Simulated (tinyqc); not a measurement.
Ideality, saturation current and resistance from three points.

Problem. Well above the saturation current a diode obeys V = n Vt ln(I/I0) + I Rs. Find n, Rs and I0.

Parameters, values chosen for the exercise: temperature T = 300 K.

Constants: q = 1.602176634e-19 C, kB = 1.380649e-23 J/K, Vt = kB T/q. Results are converted to the units shown.

currents (A): 2e-6  0.0004  0.009
voltages (V): 0.72268152  0.96929896  1.1156440

Solution. V is linear in the three unknowns n Vt, Rs and -n Vt ln I0, so three points give a linear system.

n = 1.800
Rs = 0.1700 ohm
I0 = 3.600e-13 A

Numbers from tinyqc (`OMP_NUM_THREADS=1 python tinyqc.py 2260068 2260069 out.jsonl`; about 0.01 s on one thread of a shared Intel Xeon 2.30GHz).
